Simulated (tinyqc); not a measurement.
Semiconductor laser, carrier and photon rate equations: two steps of the calculation.

Carrier density N and photon density S in one mode: dN/dt = F1 = eta I/(q V) - (A N + B N^2 + C N^3) - vg g S; dS/dt = F2 = G vg g S + G be B N^2 - S/tp, with g = g0 ln(N/Ntr)/(1 + ec S). Output power P = Fo Eph S V/(G tp). No heating, no carrier transport.

Parameters, values chosen for the exercise:
```
symbol    value    unit                                      meaning
V       3.6e-12    cm^3                                active volume
G         0.085                                   confinement factor
vg       7.29e9    cm/s                               group velocity
g0         1000    1/cm                             gain coefficient
Ntr      1.7e18   cm^-3                         transparency density
ec      2.2e-17    cm^3                             gain compression
tp            3      ps                              photon lifetime
A         3.7e7     1/s             defect recombination coefficient
B       6.5e-11  cm^3/s                        radiative coefficient
C       9.9e-30  cm^6/s                            Auger coefficient
be       2.5e-5          share of spontaneous emission into the mode
eta        0.92                                 injection efficiency
I           2.6      mA                                drive current
dt            5      ps                                    time step
```

Constants: q = 1.602176634e-19 C. Results are converted to the units shown.

Problem 1. Threshold. gth = 1/(G vg tp), Nth = Ntr exp(gth/g0), Ith = q V (A Nth + B Nth^2 + C Nth^3)/eta. Above it S is near G tp eta (I - Ith)/(q V). Carrier lifetime at threshold Nth/(A Nth + B Nth^2 + C Nth^3).

Wanted: gth; Nth; Ith; estimate of S; carrier lifetime.

Solution 1.

gth = 537.9 1/cm
Nth = 2.911e18 cm^-3
Ith = 0.5660 mA
estimate of S = 8.273e14 cm^-3
carrier lifetime = 3.224 ns

Problem 2. One Runge-Kutta step of a transient. y = (N, S), k1 = F(y), k2 = F(y + dt k1/2), k3 = F(y + dt k2/2), k4 = F(y + dt k3), y(new) = y + dt (k1 + 2 k2 + 2 k3 + k4)/6.

(N, S) at the start: N (1e18 cm^-3) 2.998, S (1e15 cm^-3) 0.411

Find: slopes per ps, N in 1e18 and S in 1e15 cm^-3; (N, S) after the step.

Solution 2.

slopes per ps, N in 1e18 and S in 1e15 cm^-3:
```
        dN/dt      dS/dt
k1  0.0015007  0.0061887
k2  0.0014314  0.0066989
k3  0.0014265  0.0066997
k4  0.0013521  0.0072281
```

(N, S) after the step: N (1e18 cm^-3) 3.0051, S (1e15 cm^-3) 0.44451

Program tinyqc, `OMP_NUM_THREADS=1 python tinyqc.py 2840012 2840013 out.jsonl`; Intel Xeon 2.30GHz, shared host, one thread, about 0.01 s.
